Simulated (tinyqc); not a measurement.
Lateral field, substrate current, probability of reaching the oxide barrier and hot-carrier lifetime of a silicon transistor (pseudo-two-dimensional and lucky-electron models): one step, computed by the program tinyqc. Command: `OMP_NUM_THREADS=1 python tinyqc.py 3008214 3008215 out.jsonl hotcar walk`. One thread of a shared host (Intel(R) Xeon(R) Processor @ 2.30GHz), about 0.01 s of CPU time with the checks.

Local-field models: a lucky carrier gains its energy at the peak field over a path free of collisions. Voltages are magnitudes.

Task: Hot-carrier currents and lifetime. C_ox = 3.9 eps_0/t; F_sat = 2 v_s/mu; V_Dsat = V_ov F_sat L/(V_ov + F_sat L), V_ov = V_G - V_T; I_D/W = C_ox v_s (V_ov - V_Dsat). Scale length l = 0.22 t^(1/3) x_j^(1/2) (all in cm); F_m = sqrt(((V_D - V_Dsat)/l_e)^2 + F_sat^2), with l_e = l + L_n; length of the velocity-saturated region l_e ln((V_D - V_Dsat)/(l_e F_sat) + F_m/F_sat). Substrate current I_sub/I_D = (A_i/B_i)(V_D - V_Dsat) exp(-B_i/F_m); probability of reaching the oxide barrier exp(-phi_b/(e lambda F_m)); lifetime tau = (H/(I_D/W)) exp(phi_it/(e lambda F_m)).

Inputs (values chosen for the exercise, modelled on a silicon n-channel):
```
quantity                                value                      unit
channel length L                          900                        nm
oxide thickness t                          19                        nm
junction depth x_j                        180                        nm
mobility mu                               380                cm^2/(V s)
saturation velocity v_s                  0.82                  1e7 cm/s
threshold voltage V_T                    0.64                         V
gate voltage V_G                          2.5                         V
drain voltage V_D                         5.7                         V
ionisation prefactor A_i              1.8e+06                      1/cm
ionisation field B_i                     1.71                     MV/cm
hot-carrier mean free path lambda         7.2                        nm
oxide barrier phi_b                       3.1                        eV
interface-trap threshold phi_it           3.6                        eV
lifetime constant H                         3  s microampere/micrometre
length of the depleted extension L_n       74                        nm
```

Drain: lightly doped extension.

Constants: eps_0 = 8.8541878128e-12 F/m.

Give: I_sub/I_D; substrate current I_sub/W; probability of reaching phi_b; lifetime tau; exponent m = phi_it/(e lambda B_i).

Result:

I_sub/I_D = 0.003569

substrate current I_sub/W = 0.3204 microampere/micrometre

probability of reaching phi_b = 1.416e-08

lifetime tau = 4.355e+07 s

exponent m = phi_it/(e lambda B_i) = 2.924

Since both exponentials depend on 1/F_m, tau I_D scales about as (I_sub/I_D)^(-m) with m = 2.92, which lets I_sub serve as the monitor. The lifetime is 0.138 times ten years (3.156e8 s).
